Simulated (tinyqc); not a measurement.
Order-disorder in a binary alloy on two sublattices: Bragg-Williams and pair (quasi-chemical) approximations: one step, computed by the program tinyqc.

All z = 4 neighbours of a site lie on the other sublattice. B fills the sublattices with x + eta/2 and x - eta/2; energies are per site, from the pure components: u = -z w y with y the probability of an A-B bond taken in one order.

Task: Energy, entropy and site fractions. a = x + eta/2, b = x - eta/2; u = -z w [x (1 - x) + eta^2/4]; s/k_B = [s2(a) + s2(b)]/2, s2(c) = -c ln c - (1 - c) ln(1 - c); gain on ordering = f(eta) - f(0), f = u - T s. Superlattice over fundamental intensity = [eta (f_B - f_A)/2]^2/[(1 - x) f_A + x f_B]^2.

Inputs (values chosen for the exercise, for a model alloy): ordering energy w = (e_AA + e_BB)/2 - e_AB = 46.5 meV; fraction x of B = 0.41; temperature T = 784 K.

Lattice: square (z = 4).

scattering factors f_A, f_B (electrons): 29  68

order parameter eta = 0.6914039

Constants: k_B = 8.617333262e-05 eV/K.

Give: B fraction on its own sublattice; B fraction on the A sublattice; energy u; entropy s; gain on ordering; intensity ratio.

Result:

B fraction on its own sublattice = 0.75570

B fraction on the A sublattice = 0.064298

energy u = -67.222 meV/site

entropy s = 0.39731 k_B/site

gain on ordering = -3.3425 meV/site

intensity ratio = 0.089805

A on the B sublattice: 0.2443, of which 0.1800 is forced by composition. Caution: T is near or above the T_c of the better pair approximation, so the true long-range order is lower than Bragg-Williams gives.
